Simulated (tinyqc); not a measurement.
Size effects in the resistivity of thin metal films and interconnect lines. From resistivity rho back to grain size over metal width. Computed by tinyqc, a small Python program. Command: `OMP_NUM_THREADS=1 python tinyqc.py 3012347 3012348 out.jsonl size inv`. One thread of a shared host (Intel(R) Xeon(R) Processor @ 2.30GHz), about 0.01 s of CPU time with the checks.

Electrons lose their drift at surfaces (a share 1 - p of the hits) and at grain boundaries (reflection R), besides bulk scattering. The line sits in a trench with a non-conducting liner on both walls and the bottom; the spacing equals the drawn width.

Inputs (values chosen for the exercise, modelled on gold):
```
quantity                          value         unit
bulk resistivity rho_b             2.13  microohm cm
bulk mean free path lambda         38.7           nm
specularity p                         0            -
grain-boundary reflection R        0.37            -
drawn line width w                   50           nm
aspect ratio (height over width)    1.8            -
liner thickness t                   0.7           nm
line length                         1.6   micrometre
permittivity of the dielectric k    3.3            -
```

Geometry: line.

Constants: eps_0 = 8.8541878128e-12 F/m.

Method:
- Metal width w_m = w - 2t, height h_m = (aspect ratio) w - t, grain size D = (ratio) w_m.
- Mayadas-Shatzkes: alpha = (lambda/D) R/(1 - R); rho_b/rho = 1 - 3 alpha/2 + 3 alpha^2 - 3 alpha^3 ln(1 + 1/alpha).
- Fuchs-Sondheimer film: rho_b/rho = 1 - (3/(2 kappa))(1 - p) int_0^1 (s - s^3)(1 - exp(-kappa/s))/(1 - p exp(-kappa/s)) ds, f = rho/rho_b, kappa = thickness/lambda, 80 Gauss-Legendre points.
- Line: the excess of a film of thickness w_m and of a film of thickness h_m are added, rho/rho_b = 1 + (f(w_m) - 1) + (f(h_m) - 1), an estimate that holds best when both sides exceed lambda.
- Total: rho = rho_b [1 + surface excess + grain excess]; resistance per length rho/(w_m h_m); capacitance per length C = 2 k eps_0 (aspect ratio + 1/2), a parallel-plate estimate for two neighbours plus a fixed term for the planes above and below; delay 0.38 R C L^2; effective resistivity per drawn area.

Task: A run gave the result below. Find the grain size over metal width, known to lie between 0.69 and 1.5.

resistivity rho = 4.741776 microohm cm

Result:

Each step takes the trial c = (a f_b - b f_a)/(f_b - f_a), f being the result less the target and a, b, c the logarithms of the listed values; c replaces end b, the old b replaces a if the sign of f changed, and otherwise f_a is halved.

Scan of the range:
```
grain size over metal width  resistivity rho (microohm cm)
0.690                                              5.31592
0.785                                              5.07872
0.894                                              4.86810
1.020                                              4.68017
1.160                                              4.51874
1.320                                              4.37570
1.500                                              4.25082
```

False position (Illinois rule, in the logarithm of the input) inside the bracket:
```
step     end a    end b     trial  resistivity rho (microohm cm)
1     0.894000  1.02000  0.976852                        4.73913
2     0.894000  0.97685  0.973377                        4.74410
3     0.976852  0.97338  0.975001                        4.74177
4     0.973377  0.97500  0.975000                        4.74178
```

Resistivity rho falls at every point of a 13-point scan of the range (every second point is shown), so one value fits; it is bracketed by 0.894 and 1.02. Answer: grain size over metal width = 0.9750.
